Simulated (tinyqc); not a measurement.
Inside a calculation. Method: inverse iteration on a symmetric matrix. Computed by tinyqc, a small Python program that keeps every step. Settings: method = inverse, shift = -0.24. Command: `OMP_NUM_THREADS=1 python tinyqc.py 26838 26839 out.jsonl` (the two numbers bound the seeds that draw the settings). One thread of a shared host (Intel(R) Xeon(R) Processor @ 2.60GHz), about 0.01 s of CPU time with the checks.

## Step 1

A, lower triangle:
```
        1       2       3
1  0.2200
2  0.1040  0.2800
3  0.1060  0.0310  1.3880
```

vector v at the start: 0.5774  0.5774  0.5774

shift = -0.2400

solve (A - shift) w = v; v' = w/|w| with its largest component positive (the first on a tie); lambda = v'^T A v'.

vector after step 1: 0.7262  0.6576  0.2004

Rayleigh quotient after step 1 = 0.4312

## Step 2

As before.

vector after step 2: 0.8054  0.5926  0.0097

Rayleigh quotient after step 2 = 0.3425

## Course of the iteration

Stop when the residual |A v - lambda v| is below 1e-9.

Steps:
```
step    lambda  residual
1     0.431241  2.97e-01
2     0.342480  1.28e-01
3     0.308682  9.43e-02
4     0.268879  1.04e-01
5     0.222071  1.04e-01
6     0.182967  8.67e-02
7     0.159124  6.34e-02
8     0.147281  4.31e-02
9     0.141996  2.83e-02
10    0.139751  1.83e-02
11    0.138817  1.18e-02
12    0.138433  7.54e-03
13    0.138274  4.83e-03
14    0.138210  3.09e-03
15    0.138183  1.98e-03
16    0.138172  1.27e-03
17    0.138168  8.11e-04
18    0.138166  5.19e-04
19    0.138165  3.32e-04
20    0.138165  2.13e-04
21    0.138165  1.36e-04
22    0.138165  8.71e-05
23    0.138165  5.58e-05
24    0.138165  3.57e-05
25    0.138165  2.29e-05
26    0.138165  1.46e-05
27    0.138165  9.36e-06
28    0.138165  5.99e-06
29    0.138165  3.83e-06
30    0.138165  2.45e-06
```

all eigenvalues, for comparison: 0.1382  0.3508  1.3990

Not converged in 30 steps: the residual falls only by the ratio of the two smallest distances of eigenvalues from the shift, 0.64 a step.
